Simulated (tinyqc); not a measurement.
Classical Heisenberg spin chain: exact results, Metropolis, heat-bath and over-relaxation steps, and a Monte Carlo run: one step, computed by the program tinyqc.

E = -J sum_i s_i . s_(i+1) for unit vectors s_i on an open chain; K = J/(k_B T).

Problem. Four single-spin steps. The given spins are first normalised. Spins 2 and 3 are updated in turn, with h = K (sum of the two neighbours). Heat bath: cos(theta) = 1 + ln(1 - r1 (1 - exp(-2 |h|)))/|h| about n = h/|h|, azimuth 2 pi r2 = phi in the frame a = n x z/|n x z|, b = n x a: s = n cos(theta) + sin(theta)(a cos(phi) + b sin(phi)); r1, r2 are the first two numbers of the row.

Inputs (values chosen for the exercise, for a model chain of large moments): temperature T = 71.2 K.

Update: heat bath.

four neighbouring spins (rows; components x, y, z):
```
         1        2        3
1   0.6395  -0.6666  -0.3830
2  -0.6071  -0.6046  -0.5156
3   0.5506  -0.5096  -0.6612
4   0.5572   0.4255  -0.7131
```

random numbers, one row a step:
```
        1       2       3
1  0.4625  0.3448  0.8887
2  0.4509  0.0631  0.0604
3  0.4794  0.8213  0.4593
4  0.1449  0.5655  0.4055
```

K = 2.770742

Give: the table «Steps» with the columns |h|, h . s before, h . s after, move, x, y, z.

Solution.

Steps:
```
spin    |h|  h . s before  h . s after       move       x        y        z
2     5.465         1.460        4.844  heat bath  0.5731  -0.2013  -0.7944
3     5.257         4.169        4.658  heat bath  0.4715  -0.3426  -0.8126
2     5.317         4.959        4.664  heat bath  0.5676  -0.7965  -0.2081
3     4.158         3.896        4.001  heat bath  0.8628  -0.0223  -0.5050
```
